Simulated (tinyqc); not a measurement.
Coverage along the feature as the dose grows: atomic layer deposition: Langmuir saturation, growth per cycle and coating of deep features. Computed by tinyqc, a small Python program. Command: `OMP_NUM_THREADS=1 python tinyqc.py 3028890 3028891 out.jsonl ald walk`. One thread of a shared host (Intel(R) Xeon(R) Processor @ 2.30GHz), about 0.04 s of CPU time with the checks.

Precursor A sticks only on free sites, so a long enough pulse saturates; co-reactant B then frees the sites again.

Inputs (values chosen for the exercise, modelled on titanium nitride from the chloride and ammonia):
```
quantity                                  value    unit
precursor mass M                            190       u
site density q                              2.1  1/nm^2
sticking probability beta on free sites   0.038       -
precursor pressure p                         13      Pa
temperature T                               175       C
pulse time t                             0.0013       s
desorption energy E_d                      1.65      eV
aspect ratio a                               45       -
```

Feature: round hole.

Constants: u = 1.6605390666e-27 kg; k_B = 1.380649e-23 J/K; k_B = 8.617333262e-05 eV/K.

Method:
- Wall flux F = p/sqrt(2 pi M k_B T); rate of filling k_a = beta F/q; desorption k_d = 1e13 exp(-E_d/(k_B T)) per second. 1/m^2 = 1e-18/nm^2.
- Temperatures in kelvin are T(C) + 273.15.
- Diffusion-limited filling (Gordon) of a round hole of diameter w: a saturation front at depth z needs dz/dt = D_K n/(z (4q/w)), with Knudsen D_K = w c/3 and F = n c/4; including the entrance and floor terms, t = (q/F)(1 + 19a/4 + 3a^2/2). Reaction-limited filling needs ln(100)/k_a at any depth, k_a = beta F/q. Flow is molecular. The front picture holds when the modulus a sqrt(beta) is well above 1.
- Depth reached by the given pulse: solve the same formula for a. Exposure = p x diffusion-limited time; 1 langmuir = 1.33322e-4 Pa s.
- Continuum model with steady gas transport: d2n/dz2 = 3 beta (1 - th) n/d_h^2 (d_h the hydraulic diameter, n = 1 at the mouth, no flux at the floor, 60 cells), d th/dt = beta F n (1 - th)/q; no desorption. Times are multiples of the larger of the Gordon time and ln(100)/k_a.

diffusion-limited time = 0.0581841 s

time to 99 % without desorption, ln(100)/k_a = 0.00216812 s

flux F = 117381 1/(nm^2 s)

modulus = 8.77211

Coverage:
```
multiple     t (s)  top cell  quarter depth  half depth  three quarters  floor cell
0.05      0.002909     0.997          0.296       0.008           0.000       0.000
0.10      0.005818     1.000          0.748       0.038           0.001       0.000
0.20      0.011637     1.000          0.997       0.267           0.007       0.000
0.40      0.023274     1.000          1.000       0.969           0.129       0.006
0.60      0.034910     1.000          1.000       1.000           0.670       0.059
0.80      0.046547     1.000          1.000       1.000           0.988       0.357
1.00      0.058184     1.000          1.000       1.000           1.000       1.000
1.30      0.075639     1.000          1.000       1.000           1.000       1.000
```

What follows from these numbers?

At a multiple of 0.2 the coverage is 1.00 at the top and 0.00 at the floor. The walls fill from the top down behind a front whose depth grows as sqrt(t), since the modulus is well above 1. In the last row the floor reaches 1.000.
